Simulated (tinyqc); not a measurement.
Worked calculation: MP2 on RHF in the sto-3g basis, frozen core, for BeH2, spin multiplicity 1. One step of it, computed by the program tinyqc.

Question. Second-order Moller-Plesset energy. E2 = sum_ijab (ia|jb) [2 (ia|jb) - (ib|ja)] / (e_i + e_j - e_a - e_b) over occupied i, j and virtual a, b; the opposite-spin part is (ia|jb)^2 / denominator, the rest is same-spin, and SCS-MP2 scales them by 6/5 and 1/3.

orbital energies (hartree): MO1 -4.525552, MO2 -0.438496, MO3 -0.397843, MO4 0.208641, MO5 0.213558, MO6 0.420460, MO7 0.809553

Two-electron integrals over orbitals (pq|rs), unique and non-zero (hartree); the lowest 1 orbital is frozen and left out:
```
(22|22) 0.387313    (32|32) 0.161582    (33|22) 0.399617    (33|33) 0.422665
(42|22) 0.009478    (42|33) 0.010154    (42|42) 0.048414    (43|32) 0.012638
(43|43) 0.015127    (44|22) 0.359463    (44|33) 0.345822    (44|42) -0.025469
(44|44) 0.452952    (52|52) 0.048252    (53|53) 0.013563    (54|52) -0.008878
(54|54) 0.025593    (55|22) 0.361452    (55|33) 0.346307    (55|42) -0.008736
(55|44) 0.400372    (55|55) 0.449859    (62|22) -0.018099   (62|33) -0.042628
(62|42) -0.003687   (62|44) 0.054406    (62|55) 0.059398    (62|62) 0.079894
(63|32) -0.092105   (63|43) -0.010469   (63|63) 0.083330    (64|22) 0.002916
(64|33) -0.003285   (64|42) 0.040421    (64|44) -0.003694   (64|55) 0.006668
(64|62) 0.020444    (64|64) 0.044978    (65|52) 0.046218    (65|54) -0.005850
(65|65) 0.049067    (66|22) 0.389471    (66|33) 0.398906    (66|42) 0.024269
(66|44) 0.355262    (66|55) 0.361708    (66|62) -0.025354   (66|64) 0.014770
(66|66) 0.411347    (72|32) -0.041822   (72|43) -0.011171   (72|63) 0.060815
(72|72) 0.056755    (73|22) -0.002921   (73|33) -0.019109   (73|42) -0.015800
(73|44) 0.064267    (73|55) 0.064650    (73|62) 0.074029    (73|64) 0.008993
(73|66) -0.023078   (73|73) 0.084871    (74|32) -0.026446   (74|43) 0.011506
(74|63) 0.015957    (74|72) 0.004426    (74|74) 0.021470    (75|53) 0.013498
(75|75) 0.016737    (76|32) 0.138534    (76|43) 0.014010    (76|63) -0.090880
(76|72) -0.051435   (76|74) -0.022472   (76|76) 0.133908    (77|22) 0.413596
(77|33) 0.431247    (77|42) 0.002118    (77|44) 0.385612    (77|55) 0.384246
(77|62) -0.027123   (77|64) -0.005929   (77|66) 0.422050    (77|73) -0.002850
(77|77) 0.470413
```

Hartree-Fock energy = -15.54412805 hartree

Give: Terms; Pair energies; MP2 correlation energy; SCS-MP2 correlation energy; MP2 total energy.

Answer.

Terms:

| i | j | a | b | (ia\|jb) | (ib\|ja) | denominator | term |
|---|---|---|---|---|---|---|---|
| 3 | 3 | 6 | 6 | 0.0833 | 0.0833 | -1.6366 | -0.0042 |
| 2 | 2 | 6 | 6 | 0.0799 | 0.0799 | -1.7179 | -0.0037 |
| 3 | 2 | 7 | 6 | 0.0740 | 0.0608 | -2.0664 | -0.0031 |
| 2 | 3 | 6 | 7 | 0.0740 | 0.0608 | -2.0664 | -0.0031 |
| 3 | 3 | 7 | 7 | 0.0849 | 0.0849 | -2.4148 | -0.0030 |
| 2 | 2 | 4 | 4 | 0.0484 | 0.0484 | -1.2943 | -0.0018 |
| 2 | 2 | 5 | 5 | 0.0483 | 0.0483 | -1.3041 | -0.0018 |
| 2 | 3 | 7 | 6 | 0.0608 | 0.0740 | -2.0664 | -0.0014 |
| 3 | 2 | 6 | 7 | 0.0608 | 0.0740 | -2.0664 | -0.0014 |
| 2 | 2 | 7 | 7 | 0.0568 | 0.0568 | -2.4961 | -0.0013 |
| 3 | 3 | 4 | 4 | 0.0151 | 0.0151 | -1.2130 | -1.89e-04 |
| 3 | 2 | 7 | 4 | -0.0158 | -0.0112 | -1.8545 | -1.74e-04 |
| 2 | 3 | 4 | 7 | -0.0158 | -0.0112 | -1.8545 | -1.74e-04 |
| 3 | 3 | 5 | 5 | 0.0136 | 0.0136 | -1.2228 | -1.50e-04 |
| 3 | 3 | 4 | 6 | -0.0105 | -0.0105 | -1.4248 | -7.69e-05 |
| 3 | 3 | 6 | 4 | -0.0105 | -0.0105 | -1.4248 | -7.69e-05 |
| 2 | 3 | 7 | 4 | -0.0112 | -0.0158 | -1.8545 | -3.94e-05 |
| 3 | 2 | 4 | 7 | -0.0112 | -0.0158 | -1.8545 | -3.94e-05 |
| 2 | 2 | 4 | 6 | -0.0037 | -0.0037 | -1.5061 | -9.03e-06 |
| 2 | 2 | 6 | 4 | -0.0037 | -0.0037 | -1.5061 | -9.03e-06 |

Pair energies (hartree; pair i-j sums ij and ji):

| pair | opposite spin | same spin |
|---|---|---|
| 2-2 | -0.0086 | 0 |
| 3-2 | -0.0093 | -1.92e-04 |
| 3-3 | -0.0077 | 0 |

MP2 correlation energy = -0.025819 hartree

SCS-MP2 correlation energy = -0.030816 hartree

MP2 total energy = -15.569947 hartree
